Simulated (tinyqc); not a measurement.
Fermi level and growth conditions: formation energy of a charged point defect from supercell energies. Computed by tinyqc, a small Python program. Command: `OMP_NUM_THREADS=1 python tinyqc.py 3000976 3000977 out.jsonl formation walk`. One thread of a shared host (Intel(R) Xeon(R) Processor @ 2.30GHz), about 0.01 s of CPU time with the checks.

The host is a compound AB. Making the defect adds n_A = 1, n_B = 0 atoms to the cell. All total energies are inputs. E_F is counted from the valence-band maximum (VBM); x = 0 is A-rich and x = 1 B-rich growth.

Inputs (values chosen for the exercise, with gap and screening modelled on 4H-SiC):
```
quantity                      value      unit
gap E_g                        3.25        eV
E_VBM of the host cell        6.038        eV
potential alignment dV         0.11        eV
dielectric constant eps        9.71         -
cell length L                  9.28  angstrom
mu_A of the pure element     -1.422        eV
formation enthalpy dH of AB   -2.29        eV
growth condition x              0.4         -
```

Defect: A interstitial. Supercell lattice: sc.

charge states q: 0  -1  -2

E(defect, q) - E(host), in the order of q (eV): 2.705  9.094  15.899

Constants: e^2/(4 pi eps_0) = 14.39964548 eV angstrom.

Method:
- dmu_A = x dH and dmu_B = (1 - x) dH, so that dmu_A + dmu_B = dH; mu = mu(element) + dmu.
- The reservoir term is sum n_i mu_i.
- Image-charge correction of a point charge in a neutralising background: E_corr = q^2 alpha e^2/(4 pi eps_0) / (2 eps L), alpha = 2.837297 for a sc array with L the cube root of the volume.
- E_f(q, E_F) = [E(defect, q) - E(host)] - sum n_i mu_i + q (E_VBM + dV + E_F) + E_corr(q).
- Each entry is the lowest E_f over q.

E_f(q, 0) (eV): (q=0) 5.04300, (q=-1) 5.51070, (q=-2) 6.84782

sum n_i mu_i = -2.338 eV

Lowest formation energy (eV):
```
E_F (eV)  stable q  A-rich, x = 0  x = 0.5  B-rich, x = 1
0.000            0         4.1270   5.2720         6.4170
0.406            0         4.1270   5.2720         6.4170
0.812           -1         3.7827   4.9277         6.0727
1.219           -1         3.3757   4.5207         5.6657
1.625           -2         2.6818   3.8268         4.9718
2.031           -2         1.8698   3.0148         4.1598
2.438           -2         1.0558   2.2008         3.3458
2.844           -2         0.2438   1.3888         2.5338
3.250           -2        -0.5682   0.5768         1.7218
```

Going from A-rich to B-rich growth shifts every line by +2.290 eV and moves no transition level. The slope of the envelope is the stable charge, so E_f is highest in the rows from E_F = 0 to 0.406 eV, where the neutral state is stable: the defect forms most easily in n-type material. Under A-rich growth E_f turns negative for part of the gap, so in equilibrium E_F cannot enter that part. Caution: the largest image-charge correction in these energies, q^2 alpha e^2/(8 pi eps_0 eps L) with alpha = 2.837297, exceeds a quarter of the gap; the point-charge term alone is then a rough estimate, usually too large for a charge that is spread out.

Extremes, crossings and ranges named in words are read from the listed rows.
